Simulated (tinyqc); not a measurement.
Band edges of strained Si(1-x)Ge(x) on relaxed Si(1-y)Ge(y), step by step. Values are carried at full precision from step to step, so a last printed digit may differ when a step is redone from the rounded ones.

Values are linear in the Ge fraction but for ED(x) = linear - CD x (1 - x) and a(x) = linear - Ca x (1 - x). Energies are on the common scale of Ev.

Parameters, chosen for this exercise (end members near Si and Ge, in this order; not measured data): a = (5.428, 5.656) angstrom (lattice constant); Dso = (0.044, 0.291) eV (spin-orbit splitting); av = (2.48, 1.23) eV (valence hydrostatic potential); b = (-2.1, -2.53) eV (tetragonal shear potential); d = (-4.77, -5.29) eV (trigonal shear potential); C11 = (163.9, 126.6) GPa; C12 = (64.2, 48.7) GPa; C44 = (80.8, 66.8) GPa; Ev = (0, 0.72) eV (top of the unstrained valence band); ED = (1.169, 0.93) eV (gap to the Delta valleys); EL = (2.012, 0.743) eV (gap to the L valleys); aD = (1.88, 1.2) eV (hydrostatic potential of the Delta gap); aL = (-3.01, -3.03) eV (hydrostatic potential of the L gap); XuD = (9.44, 9.58) eV (uniaxial potential, Delta); XuL = (15.74, 14.72) eV (uniaxial potential, L); CD = 0.199 eV (bowing of the Delta gap); Ca = 0.025 angstrom (bowing of the lattice constant); x = 0.17 (Ge fraction of the layer); y = 0 (Ge fraction of the relaxed buffer); face = 110 (growth face).

## Values of the layer and the buffer

Interpolate at x and at y.

Interpolated values (a in angstrom, C11, C12, C44 in GPa, all else in eV):

| symbol | layer | buffer |
|---|---|---|
| a | 5.4632 | 5.4280 |
| Dso | 0.0860 | 0.0440 |
| av | 2.2675 | 2.4800 |
| b | -2.1731 | -2.1000 |
| d | -4.8584 | -4.7700 |
| C11 | 157.5590 | 163.9000 |
| C12 | 61.5650 | 64.2000 |
| C44 | 78.4200 | 80.8000 |
| Ev | 0.1224 | 0.0000 |
| ED | 1.1003 | 1.1690 |
| EL | 1.7963 | 2.0120 |
| aD | 1.7644 | 1.8800 |
| aL | -3.0134 | -3.0100 |
| XuD | 9.4638 | 9.4400 |
| XuL | 15.5666 | 15.7400 |

## Strain of the layer on a (110) buffer

Coherent growth on a (110) face: e_par = (a(y) - a(x))/a(x), e_perp = -(C11 + 3 C12 - 2 C44)/(C11 + C12 + 2 C44) e_par; exx = eyy = (e_par + e_perp)/2, ezz = e_par, exy = (e_perp - e_par)/2, eyz = ezx = 0.

Use the elastic constants of the layer.

e_par = -0.006449
e_perp = 0.003180

strain tensor in the cubic axes:
```
           x          y          z
x  -0.001634   0.004815   0.000000
y   0.004815  -0.001634   0.000000
z   0.000000   0.000000  -0.006449
```

The layer is under compression in the plane; its volume changes by -0.972 %.

## Conduction valleys of the layer

A valley with unit axis u lies at Ev + gap + (av + a_valley) tr(e) + Xu (u.e.u - tr(e)/3); the Delta axes are x, y, z and the L axes [111], [1-1-1], [-11-1], [-1-11]. The second-order shift of the Delta valleys under shear is left out; it lowers the pair normal to the sheared plane by tens of meV at a shear of 1 %.

Give the hydrostatic shifts, the uniaxial shifts and the edges.

hydrostatic shifts of Delta and L (eV): -0.0392  0.0072

uniaxial shifts (eV): Delta x 0.0152, Delta y 0.0152, Delta z -0.0304, L [111] 0.0500, L [1-1-1] -0.0500, L [-11-1] -0.0500, L [-1-11] 0.0500

valley edges (eV): Delta x 1.1987, Delta y 1.1987, Delta z 1.1531, L [111] 1.9759, L [1-1-1] 1.8760, L [-11-1] 1.8760, L [-1-11] 1.9759

The lowest set is Delta2 (the digit counts whole valleys) at 1.1531 eV; the Delta valleys spread over 46 meV and the L valleys over 100 meV.

## Valence edges of the layer

Valence edges: Ev plus the levels of the 6 x 6 matrix of X, Y, Z times spin with -Dso/3 + l exx + m (eyy + ezz) on the diagonal (cyclic), n exy off it, l = av + 2 b, m = av - b, n = sqrt(3) d. Spin-orbit term (Dso/3) L.sigma on X, Y, Z with (L_k)_ij = -i epsilon_kij: <X+|H|Y+> = -i Dso/3, <X+|H|Z-> = Dso/3, <Y+|H|Z-> = -i Dso/3, <Z+|H|X-> = -Dso/3, <Z+|H|Y-> = i Dso/3, <X-|H|Y-> = i Dso/3, and their conjugates; + and - are the spin along z.

Give the strain block and the three twofold edges.

strain block (eV), lower triangle:
```
         X        Y        Z
X  -0.0325
Y  -0.0405  -0.0325
Z        0        0  -0.0011
```

edges from the top (eV): 0.1263  0.0912  -0.0025

The top two edges are split by 35 meV.

## Gap and offsets against the buffer

Buffer: Ev(y) and Ec = Ev(y) + min(ED, EL). dEc = Ec(buffer) - Ec(layer), dEv = Ev(layer) - Ev(buffer); positive values confine the carrier in the layer; type I if both have one sign.

gap of the strained layer = 1.0268 eV
gap of the buffer = 1.1690 eV
dEc = 0.0159 eV
dEv = 0.1263 eV

Type I: electrons collect in the layer (16 meV) and holes in the layer (126 meV). The relaxed layer would have a gap of 1.100 eV, so strain has moved it by -74 meV. An offset this small is within the spread of published parameter sets, so the type is not settled by this model.

## Checks

- Mean of the three Delta edges against the hydrostatic shift alone (eV): both 1.18351.

Program tinyqc; command `OMP_NUM_THREADS=1 python tinyqc.py 1081145 1081146 out.jsonl`; about 0.02 s on one thread of a shared Intel(R) Xeon(R) Processor @ 2.30GHz.
